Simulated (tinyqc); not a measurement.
From results to parameters: Hueckel model of a polar double bond. Computed by the program tinyqc.

Problem. A C=X pi bond in Hueckel theory has H_XX = alpha + h beta, H_CC = alpha and H_CX = k beta, with two electrons. Find h, k, the charge on carbon and the bond order.

x values of the two levels (E = alpha + x beta): 1.225660  -0.705660

Solution. The sum of the x values is h and their product is -k^2; the charge on carbon is h/sqrt(h^2 + 4k^2) and the bond order 2k/sqrt(h^2 + 4k^2).

h, k: 0.520  0.930
charge on carbon, bond order: 0.269  0.963
